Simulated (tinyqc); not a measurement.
From results back to parameters: Shockley-Read-Hall recombination through one deep level. Three cases, with inputs chosen for the exercise.

Problem. Deep-level transient spectroscopy: the emission rate is en = gam sigma T^2 exp(-dE/kB T), dE = Ec - Et. Two rates were computed from hidden dE and sigma.

Constants: kB = 8.617333262e-05 eV/K.

Find: ln(en/T^2) at T1 and T2; dE; sigma.

Method. ln(en/T^2) against 1/T is a line of slope -dE/kB and intercept ln(gam sigma); plotting ln en alone would overstate dE by about 2 kB T.

Case 1.

Values chosen (out of a larger set: gap and densities of states near those of GaAs at this temperature; not measured data): gam = 8.5e+19 1/(cm^2 s K^2) (vth Nc/T^2, which does not depend on T); T1 = 116 K; T2 = 128 K.

en(T1) = 0.439680 1/s
en(T2) = 5.03629 1/s

Solution.

ln(en/T^2) at T1 and T2: -10.3289  -8.0874

dE = 0.239 eV
sigma = 9.3e-15 cm^2

Case 2.

Values chosen (out of a larger set: gap and densities of states near those of InP at this temperature; not measured data): gam = 6.6e+19 1/(cm^2 s K^2) (vth Nc/T^2, which does not depend on T); T1 = 214 K; T2 = 252 K.

en(T1) = 1.17790 1/s
en(T2) = 60.6365 1/s

Solution.

ln(en/T^2) at T1 and T2: -10.5682  -6.9540

dE = 0.442 eV
sigma = 1.0e-14 cm^2

Case 3.

Values chosen (out of a larger set: gap and densities of states near those of Si at this temperature; not measured data): gam = 4.1e+21 1/(cm^2 s K^2) (vth Nc/T^2, which does not depend on T); T1 = 222 K; T2 = 261 K.

en(T1) = 1.67662 1/s
en(T2) = 84.2219 1/s

Solution.

ln(en/T^2) at T1 and T2: -10.2886  -6.6956

dE = 0.460 eV
sigma = 2.3e-16 cm^2

Computed by tinyqc, one run a case: `OMP_NUM_THREADS=1 python tinyqc.py N N+1 out.jsonl` with N = 1650689, 1650698, 1650701; one thread of a shared Intel(R) Xeon(R) Processor @ 2.30GHz, about 0.01 s a run at most.
